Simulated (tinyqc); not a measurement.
## Free and trapped electrons in a MOS channel with a dense trap tail: free and trapped charge against gate voltage

p-type body, charge-sheet picture, full ionisation (an idealisation for deep acceptors), Boltzmann statistics for free electrons. e = Ec - EF at the surface. Acceptor-like traps of density D(E) = D0 + De exp(-E/Ew) at depth E below Ec, from 0 to Eu, hold n_t = integral of D(E)/(1 + exp((e - E)/Vt)). psi = Eg - Vt ln(Nv/Na) - e; N_dep = sqrt(2 eps0 eps_r Na (psi - Vt)/q); n_f = sqrt(N_dep^2 + 2 eps0 eps_r Vt Nc exp(-e/Vt)/q) - N_dep; Vg = Vfb + psi + q (N_dep + n_t + n_f)/Cox, Cox = eps0 eox/tox.

Free share n_f/(n_f + n_t); swing ln 10 n_f/(dn_f/dVg); field-effect mobility mf q (dn_f/dVg)/Cox, for a constant mf; oxide field q (N_dep + n_t + n_f)/(eps0 eox).

Values chosen for this exercise; band and dielectric values close to those of 4H silicon carbide: temperature T = 300 K; band gap Eg = 3.3 eV; relative permittivity eps_r = 9.52; conduction-band density of states at T Nc = 1.71e19 cm^-3; valence-band density of states at T Nv = 2.48e19 cm^-3; relative permittivity of the insulator eox = 3.9; insulator thickness tox = 65 nm; acceptor density Na = 3.8e15 cm^-3; flat-band voltage without trapped charge Vfb = -2.24 V; constant background density of acceptor-like traps D0 = 1.8e10 cm^-2 eV^-1; density of the tail at the conduction edge De = 1.5e13 cm^-2 eV^-1; decay energy of the tail Ew = 0.06 eV; depth below Ec down to which the traps reach Eu = 0.54 eV; mobility of free electrons mf = 63 cm^2/(V s).

Constants: q = 1.602176634e-19 C, kB = 1.380649e-23 J/K, Vt = kB T/q, eps0 = 8.8541878128e-14 F/cm where lengths are in cm. Results are converted to the units shown.

Result of one run:
columns A: Vg (V); B: e (eV); C: n_f (cm^-2); D: n_t (cm^-2); E: free share (%); F: swing (mV/decade); G: field-effect mobility (cm^2/(V s)); H: oxide field (MV/cm)
```
A          B         C         D      E     F      G       H
6.3  0.03021  9.041e11  5.713e11  61.28  8030  49.26  0.8457
```

What becomes of these results when the gate voltage Vg is changed from 6.3 to 11.2 V, all else the same?

Result of the changed run:
columns A: Vg (V); B: e (eV); C: n_f (cm^-2); D: n_t (cm^-2); E: free share (%); F: swing (mV/decade); G: field-effect mobility (cm^2/(V s)); H: oxide field (MV/cm)
```
A            B         C         D      E        F      G      H
11.2  -0.01034  2.308e12  7.768e11  74.82  1.736e4  58.15  1.593
```

The whole series:
columns A: Vg (V); B: e (eV); C: n_f (cm^-2); D: n_t (cm^-2); E: free share (%); F: swing (mV/decade); G: field-effect mobility (cm^2/(V s)); H: oxide field (MV/cm)
```
A             B         C         D        E        F         G       H
1.4      0.4200   6.313e5   3.191e9  0.01978    77.59  0.003560  0.1519
2.6      0.1105  8.405e10  1.959e11    30.03     1251     29.39  0.2889
3.8     0.07004  3.098e11  3.522e11    46.79     3378     40.12  0.4672
5.1     0.04604  6.043e11  4.795e11    55.76     5802     45.56  0.6636
6.3     0.03021  9.041e11  5.713e11    61.28     8030     49.26  0.8457
7.5     0.01761  1.225e12  6.434e11    65.57  1.025e4     52.27   1.028
8.7    0.007108  1.563e12  6.992e11    69.10  1.250e4     54.69   1.211
9.9   -0.001887  1.915e12  7.419e11    72.08  1.480e4     56.59   1.395
11.2   -0.01034  2.308e12  7.768e11    74.82  1.736e4     58.15   1.593
```

n_f reaches 1e11 cm^-2 at Vg = 2.70 V, against 2.06 V without traps. The free share rises from 0.0198 to 74.8 % and the field-effect mobility rises from 0.00356 to 58.2 cm^2/(V s), although mf = 63 is constant: in the last row 92.3 % of Cox dVg goes into free electrons. The swing in the first row is 77.6 mV a decade (Vt ln 10 = 59.5). For Vg = 5.1, 6.3, 7.5, 8.7, 9.9, 11.2 EF lies less than 2 Vt below the band edge, or above it, where degeneracy and confinement, left out, matter.

tinyqc, about 0.02 s, one thread, Intel Xeon 2.30GHz (shared host): `OMP_NUM_THREADS=1 python tinyqc.py 2222058 2222059 out.jsonl`
